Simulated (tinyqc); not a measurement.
Ionisation potential and affinity of a slab from the planar-averaged potential: sweeps and comparisons. A value that a table varies takes the place of the one given here.

A model of the planar-averaged electrostatic energy of an electron in a periodic cell of N1 periods of A (L1 = N1 n1 h) and N2 periods of vacuum (L2 = N2 n2 h), on z_j = j h: V(z) = f VA + (1 - f) VB + F t(z), VA = V1[0] + V1[1] cos(2 pi z/(n1 h)) + V1[2] cos(4 pi z/(n1 h)), VB the same with V2, n2 and z - L1. f = [tanh(z/w) - tanh((z - L1)/w) + tanh((z - L1 - L2)/w)]/2 + 1/2; t(z) = z - L1/2 in A and (L1/L2)(L1 + L2/2 - z) beyond, so that the cell is periodic.

Running mean over n points, periodic: for odd n the plain mean of the n points centred on j; for even n the n + 1 points with half weight at both ends. The macroscopic average applies the mean over n1 points and then over n2 points.

Values chosen for the exercise (gap near that of InAs; the results hold for these values, not for the real material): h = 0.25 angstrom (grid step); n1 = 6 (grid points per period of A); n2 = 5 (grid points per period of the vacuum filter); V1 = (-6.86, 2.86, -0.99) eV (mean and two harmonics of the potential in A); V2 = (0, 0, 0) eV (the same in vacuum); w = 0.54 angstrom (width of the interfaces); N1 = 5 (periods of A); N2 = 4 (periods of vacuum); F = 0 eV/angstrom (slope in A from opposite charges on the two interfaces).

## How thick the regions must be

N1 = N2 = N, no slope (F = 0); dV is read at j = floor(N n1/2) and N n1 + floor(N n2/2). The exact value is V2[0] - V1[0].

Results:
```
N  L1 (angstrom)  dV (eV)  error (meV)
1           1.50   2.4001     -4459.91
2           3.00   5.8734      -986.57
3           4.50   6.7416      -118.35
4           6.00   6.8505        -9.49
5           7.50   6.8589        -1.07
6           9.00   6.8599        -0.08
```

The error is below 10 meV from N = 4 on. The two windows together span 2.75 angstrom and must fit between the interface tails, which fall as exp(-2 z/w); the errors at N = 2, 3 and 4 are -986.57, -118.35 and -9.49 meV.

## The choice of windows

dV read at j = 15 and 40 after means over the numbers of points listed; ripple is the spread over the five points around each.

Results:
```
windows  dV (eV)  ripple in A (meV)  ripple in vacuum (meV)
none      10.708               5775                       3
6 only     6.856                  0                      13
5 only     7.231                572                       6
7 only     6.589                408                      17
7, 6       6.844                  0                      40
6, 5       6.852                  0                      21
```

Which rows can be used, and how does a wrong window show?

The last row matches both periods and lies -8 meV from the value of a thick cell, V2[0] - V1[0] = 6.860 eV. Against it the raw potential errs by +3.86 eV. Within 20 meV of it lie: 6 only and 7, 6. A window one point too long leaves a ripple of 408 meV in A, against 0 meV in the last row: the ripple is the sign to look for. Rows to use, with under 30 meV of ripple in both regions once the tilt is taken off: 6 only and 6, 5. A row with a large ripple can hit the right value only by chance.

tinyqc: `OMP_NUM_THREADS=1 python tinyqc.py 1851027 1851028 out.jsonl`; about 0.01 s, one thread, shared Intel(R) Xeon(R) Processor @ 2.30GHz.
